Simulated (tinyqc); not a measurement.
RHF in the sto-3g basis, for HeH+, spin multiplicity 1, step by step. Computed by tinyqc, a small Python program that keeps every step (integrals from PySCF). Settings: charge = 1, multiplicity = 1, basis = sto-3g, energy threshold = 1e-10, iteration cap = 65, orthogonalisation = symmetric, start = Wolfsberg-Helmholz matrix, DIIS depth = 0, damping = 0.7, method = RHF. Command: `OMP_NUM_THREADS=1 python tinyqc.py 22704 22705 out.jsonl` (the two numbers bound the seeds that draw the settings). One thread of a shared host (Intel(R) Xeon(R) Processor @ 2.60GHz), about 0.06 s of CPU time with the checks. Later iterations appear only in the table of the cycle.

## One-electron integrals

Geometry (angstrom):
```
atom         x         y         z
He    0.000000  0.000000  0.000000
H     0.000000  0.000000  1.207000
```

Basis sto-3g: exponents (1/bohr^2) and contraction coefficients of normalised primitives:
```
element  l (shell)  exponent  coefficient
He           s (1)  6.362421     0.154329
He           s (1)  1.158923     0.535328
He           s (1)  0.313650     0.444635
H            s (1)  3.425251     0.154329
H            s (1)  0.623914     0.535328
H            s (1)  0.168855     0.444635
```

Overlap, kinetic and nuclear-attraction integrals over the contracted functions; the nuclear repulsion is the sum of Za Zb / Rab.

nuclear repulsion = 0.87684708 hartree

overlap S:
```
          1He 1s     2H 1s
1He 1s  1.000000  0.284389
2H 1s   0.284389  1.000000
```

kinetic energy T (hartree):
```
          1He 1s     2H 1s
1He 1s  1.411763  0.025136
2H 1s   0.025136  0.760032
```

nuclear attraction V (hartree):
```
           1He 1s      2H 1s
1He 1s  -3.781000  -0.706792
2H 1s   -0.706792  -2.091571
```

core Hamiltonian H = T + V (hartree):
```
           1He 1s      2H 1s
1He 1s  -2.369237  -0.681656
2H 1s   -0.681656  -1.331539
```

## Two-electron integrals

Functions are numbered as in S; the eight-fold symmetry (ij|kl) = (ji|kl) = (kl|ij) leaves the list below.

Two-electron integrals (ij|kl) in chemists' order, unique and non-zero (hartree):
```
(11|11) 1.055713   (21|11) 0.208082   (21|21) 0.056025   (22|11) 0.425204
(22|21) 0.162577   (22|22) 0.774606
```

## Orthogonalisation

S = U s U^T; symmetric (Loewdin) form X = U s^(-1/2) U^T, so that X^T S X = 1.

eigenvalues of S: 0.715611  1.284389

X:
```
           1He 1s      2H 1s
1He 1s   1.032246  -0.149874
2H 1s   -0.149874   1.032246
```

## Starting guess

The start is the generalised Wolfsberg-Helmholz matrix (K = 1.75) built on H; D = 2 C_occ C_occ^T.

D at the start:
```
          1He 1s     2H 1s
1He 1s  1.712789  0.366831
2H 1s   0.366831  0.078565
```

## Iteration 1: building the Fock matrix

J_ij = sum D_kl (ij|kl), K_ij = sum D_kl (ik|jl); F = H + J - 0.5 K; E = tr D H + tr D J / 2 - 0.25 tr D K + E_nn.

Coulomb J (hartree):
```
          1He 1s     2H 1s
1He 1s  1.994282  0.410278
2H 1s   0.410278  0.908419
```

exchange K (hartree):
```
          1He 1s     2H 1s
1He 1s  1.965278  0.545704
2H 1s   0.545704  0.276094
```

Fock matrix F (hartree):
```
           1He 1s      2H 1s
1He 1s  -1.357594  -0.544231
2H 1s   -0.544231  -0.561167
```

total energy of this density = -2.83883498 hartree

This density is the starting one.

## Iteration 1: diagonalisation and new density

Diagonalise F' = X^T F X, C = X C', fill 1 alpha and 1 beta electrons from the bottom; D = 2 C_occ C_occ^T; the new density keeps 0.7 of the old one (damping). Each column has its largest component positive (the first on a tie).

F' = X^T F X (hartree):
```
           1          2
1  -1.290772  -0.295275
2  -0.295275  -0.460043
```

orbital energies (hartree): MO1 -1.385029, MO2 -0.365785

coefficients C:
```
             MO1        MO2
1He 1s  0.937781  -0.456684
2H 1s   0.171132   1.028935
```

D after iteration 1:
```
          1He 1s     2H 1s
1He 1s  1.726613  0.353073
2H 1s   0.353073  0.072567
```

## Iteration 2: building the Fock matrix

As before.

Coulomb J (hartree):
```
          1He 1s     2H 1s
1He 1s  2.000600  0.410637
2H 1s   0.410637  0.905177
```

exchange K (hartree):
```
          1He 1s     2H 1s
1He 1s  1.973809  0.540984
2H 1s   0.540984  0.267748
```

Fock matrix F (hartree):
```
           1He 1s      2H 1s
1He 1s  -1.355542  -0.541511
2H 1s   -0.541511  -0.560236
```

total energy of this density = -2.83928602 hartree

This density is a damped mixture and is not idempotent.

## Iteration 2: diagonalisation and new density

As before.

F' = X^T F X (hartree):
```
           1          2
1  -1.289406  -0.292777
2  -0.292777  -0.459847
```

orbital energies (hartree): MO1 -1.382328, MO2 -0.366925

coefficients C:
```
             MO1        MO2
1He 1s  0.938543  -0.455116
2H 1s   0.169413   1.029220
```

D after iteration 2:
```
          1He 1s     2H 1s
1He 1s  1.737147  0.342552
2H 1s   0.342552  0.068017
```

## Iteration 3: building the Fock matrix

As before.

Coulomb J (hartree):
```
          1He 1s     2H 1s
1He 1s  2.005407  0.410911
2H 1s   0.410911  0.902711
```

exchange K (hartree):
```
          1He 1s     2H 1s
1He 1s  1.980297  0.537373
2H 1s   0.537373  0.261393
```

Fock matrix F (hartree):
```
           1He 1s      2H 1s
1He 1s  -1.353978  -0.539433
2H 1s   -0.539433  -0.559525
```

total energy of this density = -2.83963692 hartree

This density is a damped mixture and is not idempotent.

## Iteration 3: diagonalisation and new density

As before.

F' = X^T F X (hartree):
```
           1          2
1  -1.288367  -0.290868
2  -0.290868  -0.459697
```

orbital energies (hartree): MO1 -1.380270, MO2 -0.367793

coefficients C:
```
             MO1        MO2
1He 1s  0.939128  -0.453907
2H 1s   0.168087   1.029437
```

D after iteration 3:
```
          1He 1s     2H 1s
1He 1s  1.745180  0.334499
2H 1s   0.334499  0.064564
```

## Iteration 4: building the Fock matrix

As before.

Coulomb J (hartree):
```
          1He 1s     2H 1s
1He 1s  2.009069  0.411118
2H 1s   0.411118  0.900834
```

exchange K (hartree):
```
          1He 1s     2H 1s
1He 1s  1.985233  0.534609
2H 1s   0.534609  0.256550
```

Fock matrix F (hartree):
```
           1He 1s      2H 1s
1He 1s  -1.352785  -0.537842
2H 1s   -0.537842  -0.558980
```

total energy of this density = -2.83990318 hartree

This density is a damped mixture and is not idempotent.

## Iteration 4: diagonalisation and new density

As before.

F' = X^T F X (hartree):
```
           1          2
1  -1.287575  -0.289406
2  -0.289406  -0.459582
```

orbital energies (hartree): MO1 -1.378701, MO2 -0.368456

coefficients C:
```
             MO1        MO2
1He 1s  0.939578  -0.452976
2H 1s   0.167067   1.029603
```

D after iteration 4:
```
          1He 1s     2H 1s
1He 1s  1.751310  0.328333
2H 1s   0.328333  0.061942
```

## Iteration 47 (converged): orbitals

converged F (hartree):
```
           1He 1s      2H 1s
1He 1s  -1.348911  -0.532626
2H 1s   -0.532626  -0.557196
```

Diagonalise F' = X^T F X, C = X C', fill 1 alpha and 1 beta electrons from the bottom; D = 2 C_occ C_occ^T. Each column has its largest component positive (the first on a tie).

F' = X^T F X (hartree):
```
           1          2
1  -1.285022  -0.284606
2  -0.284606  -0.459208
```

orbital energies (hartree): MO1 -1.373605, MO2 -0.370625

coefficients C:
```
             MO1        MO2
1He 1s  0.941068  -0.449873
2H 1s   0.163668   1.030149
```

D after iteration 47:
```
          1He 1s     2H 1s
1He 1s  1.771216  0.308045
2H 1s   0.308045  0.053574
```

## Convergence

Stop when the energy changes by less than 1e-10 hartree and every element of the error matrix X^T (F D S - S D F) X is below 3e-06.

Course of the cycle:
```
iteration  E (hartree)     change  largest element of the error matrix
1          -2.83883498          -                             5.37e-02
2          -2.83928602  -4.51e-04                             4.09e-02
3          -2.83963692  -3.51e-04                             3.11e-02
4          -2.83990318  -2.66e-04                             2.37e-02
5          -2.84010169  -1.99e-04                             1.81e-02
6          -2.84024778  -1.46e-04                             1.39e-02
7          -2.84035424  -1.06e-04                             1.06e-02
8          -2.84043123  -7.70e-05                             8.11e-03
9          -2.84048658  -5.54e-05                             6.21e-03
10         -2.84052619  -3.96e-05                             4.76e-03
11         -2.84055442  -2.82e-05                             3.64e-03
12         -2.84057448  -2.01e-05                             2.79e-03
13         -2.84058869  -1.42e-05                             2.14e-03
14         -2.84059875  -1.01e-05                             1.64e-03
...                ...        ...                                  ...
34         -2.84062269  -8.45e-09                             8.30e-06
35         -2.84062270  -5.92e-09                             6.38e-06
36         -2.84062271  -4.14e-09                             4.90e-06
37         -2.84062271  -2.90e-09                             3.76e-06
38         -2.84062271  -2.03e-09                             2.89e-06
39         -2.84062271  -1.42e-09                             2.22e-06
40         -2.84062271  -9.96e-10                             1.70e-06
41         -2.84062271  -6.97e-10                             1.31e-06
42         -2.84062271  -4.88e-10                             1.01e-06
43         -2.84062271  -3.42e-10                             7.73e-07
44         -2.84062271  -2.39e-10                             5.93e-07
45         -2.84062271  -1.67e-10                             4.56e-07
46         -2.84062271  -1.17e-10                             3.50e-07
47         -2.84062271  -8.20e-11                             2.69e-07
```

PySCF RHF in the same basis = -2.84062271 hartree

Converged in 47 iterations.

## Populations, bond orders and dipole

Mulliken: Z minus the diagonal of D S on the atom; Loewdin: the same with S^(1/2) D S^(1/2); Mayer order: 2 sum_s sum (D(s) S)_ij (D(s) S)_ji over the two atoms.

Charges (e):
```
atom  Mulliken   Loewdin
1He   0.141179  0.176641
2H    0.858821  0.823359
```

Mayer bond orders:
```
pair     order
2-1   0.262426
```

dipole moment about the origin, x y z (debye): 0.000000  0.000000  5.090102
